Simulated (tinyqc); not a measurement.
Switching kinetics of a ferroelectric film and the memory window of a ferroelectric gate stack: one step, computed by the program tinyqc. Command: `OMP_NUM_THREADS=1 python tinyqc.py 3008507 3008508 out.jsonl feswitch walk`. One thread of a shared host (Intel(R) Xeon(R) Processor @ 2.30GHz), about 0.01 s of CPU time with the checks.

Fields in MV/cm; 1 microcoulomb/cm^2 over eps_0 is 11.29409 MV/cm. In the stack (metal, ferroelectric, interlayer, channel) the channel is taken as a conductor.

Problem. Fields in the stack. Series stack: V = E_F t_F + E_I t_I and eps_I E_I = eps_F E_F + (1 - s) P/eps_0. Before switching P = -P_r, after it P = +P_s; in retention V = 0 and P = +P_r.

Inputs (values chosen for the exercise, for a model hafnia-based film): saturation polarisation P_s = 25 microcoulomb/cm^2; ratio P_r/P_s = 0.92; coercive field E_c = 1.6 MV/cm; permittivity of the ferroelectric eps_F = 31; thickness t_F = 23 nm; permittivity of the interlayer eps_I = 3.9; interlayer thickness t_I = 0.83 nm; share s of P screened by trapped charge = 0.65; pulse height V = 6.8 V; breakdown field of the interlayer = 17 MV/cm.

Give: E_F before switching; E_F after switching; E_I after switching; depolarising field in retention; depolarising field over E_c.

Solution.

E_F before switching = 2.951 MV/cm

E_F after switching = 1.587 MV/cm

E_I after switching = 37.95 MV/cm

depolarising field in retention = 0.6537 MV/cm

depolarising field over E_c = 0.4086

Caution: the interlayer field exceeds its breakdown field, so charge injection would change the fields. Caution: E_F after switching lies below E_c, so switching stalls before P_s and that state is not reached.
